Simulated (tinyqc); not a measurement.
# Short-channel transistor, virtual-source model with series resistance: what changes with what

The current per gate width is the charge at the top of the source barrier (the virtual source) times its velocity times a saturation function; al and be are fitting constants of the model. Units: I in uA/um, Rs in ohm um, so I Rs = 1e-6 I Rs in volts; Q in uC/cm^2, so I = 1e-4 Q vx0 Fsat with vx0 in cm/s.

Values chosen for this exercise:
- T = 300 K (temperature)
- Cinv = 1.84 uF/cm^2 (inversion capacitance)
- vx0 = 2.6e7 cm/s (velocity at the virtual source)
- mu = 340 cm^2/(V s) (apparent mobility)
- L = 32 nm (channel length)
- VT0 = 0.341 V (threshold at zero drain voltage)
- dl = 0.106 V/V (drain-induced barrier lowering)
- n0 = 1.59 (subthreshold factor)
- nd = 0.05 1/V (growth of n with drain voltage)
- al = 3.5 (threshold shift (in units of Vt) from weak to strong inversion)
- be = 1.8 (sharpness of saturation)
- Rs = 150 ohm um (series resistance of each contact)

Constants: q = 1.602176634e-19 C, kB = 1.380649e-23 J/K, Vt = kB T/q. Results are converted to the units shown.

Each table varies one quantity; the others keep the values above.

## Transfer curves at low and high drain voltage

Intrinsic voltages Vg' = Vgs - I Rs, Vd' = Vds - 2 I Rs. n = n0 + nd Vd', VT = VT0 - dl Vd', Ff = 1/(1 + exp((Vg' - VT + al Vt/2)/(al Vt))), Q = Cinv n Vt ln(1 + exp((Vg' - VT + al Vt Ff)/(n Vt))), Vdsat = (vx0 L/mu)(1 - Ff) + Vt Ff, Fsat = u/(1 + u^be)^(1/be) with u = Vd'/Vdsat, and I = Q vx0 Fsat per width. I is solved self-consistently. Columns for Vds = 0.05 V and 0.5 V; gm = dI/dVgs at 0.5 V.

Result of one run:
```
Vgs (V),"I, low Vds (uA/um)","I, high Vds (uA/um)",gm (uS/um)
0.5,84.16,519.5,1823
```

What becomes of these results when the gate voltage Vgs is changed from 0.5 to 0.06 V, all else the same?

Result of the changed run:
```
Vgs (V),"I, low Vds (uA/um)","I, high Vds (uA/um)",gm (uS/um)
0.06,1.362,5.499,113.7
```

The whole series:
```
Vgs (V),"I, low Vds (uA/um)","I, high Vds (uA/um)",gm (uS/um)
0,0.3714,1.509,33.59
0.06,1.362,5.499,113.7
0.12,4.360,17.64,317.3
0.19,12.99,53.79,741.4
0.25,25.39,110.7,1150
0.31,40.37,190.2,1481
0.38,58.12,303.3,1724
0.44,72.05,410.0,1817
0.5,84.16,519.5,1823
```

At Vds = 0.5 V the current spans 2.5 decades, from 1.51 to 520 uA/um. Between the first two rows the swing is 107 mV a decade, against n Vt ln 10 = 96.1. At Vgs = 0 the higher drain voltage raises the current by a factor of 4.06, at Vgs = 0.5 V by 6.17. The transconductance rises from 33.6 to 1820 uS/um; Cinv vx0, its value in strong inversion and saturation without series resistance, is 4780 uS/um.

## Effect of the series resistance of each contact on the on and off currents

Same model as above.

Ion is I at Vgs = Vds = 0.5 V, Ioff at Vgs = 0, Vds = 0.5 V, and Rlin = Vds/I at Vgs = 0.5 V, Vds = 0.05 V.

Effect of the series resistance of each contact on the on and off currents:
```
Rs (ohm um),Ion (uA/um),Ioff (nA/um),log10(Ion/Ioff),Rlin (ohm um)
0,917.04,1518.6,2.7809,281.77
25,808.45,1517.1,2.7267,334.93
50,724.69,1515.5,2.6796,387.48
100,603.47,1512.3,2.6010,491.32
150,519.53,1509.2,2.5369,594.10
200,457.65,1506.1,2.4827,696.21
300,371.97,1499.9,2.3944,899.20
400,315.00,1493.8,2.3240,1101.2
```

What does the comparison show?

As Rs goes from 0 to 400 ohm um, Ion falls from 917 to 315 uA/um, Ioff falls from 1520 to 1490 nA/um and Rlin rises from 282 to 1100 ohm um. Ion changes by a factor of 0.343 and Ioff by 0.984. In every row the off current passes 1 uA/um, so the device is hardly off at Vgs = 0.

## Output curve

Same model as above.

gds = dI/dVds, gm = dI/dVgs.

In this table Vgs = 0.5 V.

Results:
```
Vds (V),I (uA/um),Fsat,gds (uS/um),gain gm/gds
0.06,100.3,0.1330,1607,0.1392
0.17,259.8,0.3809,1273,0.5306
0.23,329.9,0.5030,1064,0.8846
0.28,378.9,0.5909,899.1,1.287
0.34,427.6,0.6775,730.2,1.905
0.39,461.2,0.7345,619.1,2.513
0.45,495.2,0.7876,519.2,3.307
0.5,519.5,0.8217,458.5,3.977
```

Estimate the missing row, Vds = 0.11 V.

Computed row:
```
Vds (V),I (uA/um),Fsat,gds (uS/um),gain gm/gds
0.11,177.4,0.2471,1469,0.2866
```

With this row back in the table: The current rises from 100 to 520 uA/um as Fsat rises from 0.133 to 0.822; gds falls from 1610 to 458 uS/um. The gain ends at 3.98, against 1/dl = 9.43 for a current that depends on Vds through barrier lowering alone.

tinyqc, about 0.01 s, one thread, Intel Xeon 2.30GHz (shared host): `OMP_NUM_THREADS=1 python tinyqc.py 2380090 2380091 out.jsonl`
